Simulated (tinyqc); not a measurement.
# From single traps to 1/f noise

13 half-filled traps with time constants tau_j = 8.5e-8 s times 10^(0.5 j), j = 0..12, each shift the threshold by a = 0.367 uV when filled and give the Lorentzian a^2 tau/(1 + (2 pi f tau)^2). For time constants spread evenly in ln tau the sum tends to a^2/(4 f ln(10^0.5)). slope = d ln S/d ln f.

Result of one run:

| S (uV^2/Hz) | 1/f limit (uV^2/Hz) | slope | j of the largest term |
|---|---|---|---|
| 5.869e-12 | 2.925e-10 | -2.000 | 0 |

Which noise frequency f gave this result: 0.01, 1000, 30000, 1e7 or 1e8 Hz?

f = 1e8 Hz.

The whole series:

| f (Hz) | S (uV^2/Hz) | 1/f limit (uV^2/Hz) | slope | j of the largest term |
|---|---|---|---|---|
| 0.01 | 0.01674 | 2.925 | -4.028e-5 | 12 |
| 0.1 | 0.01671 | 0.2925 | -0.004014 | 12 |
| 1 | 0.01410 | 0.02925 | -0.2948 | 12 |
| 30 | 9.537e-4 | 9.749e-4 | -0.9807 | 10 |
| 1000 | 2.920e-5 | 2.925e-5 | -1.001 | 7 |
| 30000 | 9.690e-7 | 9.749e-7 | -1.008 | 4 |
| 1e6 | 2.404e-8 | 2.925e-8 | -1.209 | 1 |
| 1e7 | 5.730e-10 | 2.925e-9 | -1.953 | 0 |
| 1e8 | 5.869e-12 | 2.925e-10 | -2.000 | 0 |

Below the slowest trap (1/(2 pi tau) = 1.9 Hz) the spectrum is flat, slope 0.00 in the first row; above the fastest (1.9e6 Hz) the slope tends to -2 (-2.00 in the last row). In between, at 30, 1000 and 30000 Hz, the slopes are -0.98, -1.00 and -1.01, and S is 0.15 % below the 1/f limit at 1000 Hz.

Computed by the program tinyqc: `OMP_NUM_THREADS=1 python tinyqc.py 2150047 2150048 out.jsonl`, one thread of a shared Intel Xeon 2.30GHz, about 0.01 s for the whole run.
